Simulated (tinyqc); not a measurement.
## Reflectance at normal incidence against thickness

Normal incidence on air, film (n1) and substrate (N2 = n2 - i k2): r01 = (1 - n1)/(1 + n1), r12 = (n1 - N2)/(n1 + N2), amplitude (r01 + r12 X)/(1 + r01 r12 X), X = exp(-4 pi i n1 d/lam), R its squared modulus, phase from 0 to 360 degrees.

Values chosen for this exercise: wavelength lam = 800 nm; index of the transparent film n1 = 1.674; index of the substrate n2 = 3.692; extinction coefficient of the substrate k2 = 0.0065.

Result of one run:
```
d (nm)	R (%)	phase of the reflected amplitude (degrees)
120	1.8798	357.16
```

What becomes of these results when the film thickness d is changed from 120 to 90 nm, all else the same?

Result of the changed run:
```
d (nm)	R (%)	phase of the reflected amplitude (degrees)
90	7.9309	90.328
```

The whole series:
```
d (nm)	R (%)	phase of the reflected amplitude (degrees)
0	32.918	179.94
30	29.614	156.25
60	20.180	128.90
90	7.9309	90.328
120	1.8798	357.16
150	8.3778	267.65
180	20.653	229.87
210	29.872	202.76
240	32.914	179.13
```

R goes from 32.9 through a minimum of 1.88 (at d = 120 nm among the rows listed) to 32.9 %. At a quarter wave, d = 119 nm, R = 1.88 %; for a transparent substrate it would vanish for n1 = sqrt(n2) = 1.92.

Computed by the program tinyqc: `OMP_NUM_THREADS=1 python tinyqc.py 2870174 2870175 out.jsonl`, one thread of a shared Intel Xeon 2.30GHz, about 0.01 s for the whole run.
